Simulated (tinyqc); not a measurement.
# Yield against design margin

Cells fail independently with probability Q(k) = erfc(k/sqrt(2))/2 when the margin is k standard deviations, and Y = exp(-Nb Q(k)). phi = exp(-k^2/2)/sqrt(2 pi).  k = margin/s(dVT). With one spare that repairs any one cell, Y1 = exp(-x)(1 + x), x = Nb Q(k).

Parameters, values chosen for the exercise:
```
symbol,value,unit,meaning
Nb,268435456,,number of cells
```

s(dVT) = 50.5 mV

Result of one run:
```
M (mV)       k       Q(k)  expected failures x        Y       Y1
301     5.9604  1.2581e-9              0.33773  0.71339  0.95432
```

What becomes of these results when the margin M is changed from 301 to 315 mV, all else the same?

Result of the changed run:
```
M (mV)       k        Q(k)  expected failures x        Y       Y1
315     6.2376  2.2213e-10             0.059629  0.94211  0.99829
```

The whole series:
```
M (mV)       k        Q(k)  expected failures x         Y        Y1
280     5.5446   1.4735e-8               3.9554  0.019150  0.094897
301     5.9604   1.2581e-9              0.33773   0.71339   0.95432
315     6.2376  2.2213e-10             0.059629   0.94211   0.99829
329     6.5149  3.6381e-11            0.0097659   0.99028   0.99995
350     6.9307  2.0939e-12            5.6208e-4   0.99944    1.0000
371     7.3465  1.0171e-13            2.7301e-5   0.99997    1.0000
392     7.7624  4.1676e-15            1.1187e-6    1.0000    1.0000
420     8.3168  4.5173e-17            1.2126e-8    1.0000    1.0000
```

Over a change of the margin from 280 to 420 mV, k goes from 5.54 to 8.32, the expected failures fall by 8.5 decades and the yield goes from 0.0192 to 1.000. The spare helps most at M = 301 mV among the rows, where it lifts the yield from 0.713 to 0.954.

tinyqc, about 0.01 s, one thread, Intel Xeon 2.30GHz (shared host): `OMP_NUM_THREADS=1 python tinyqc.py 2090042 2090043 out.jsonl`
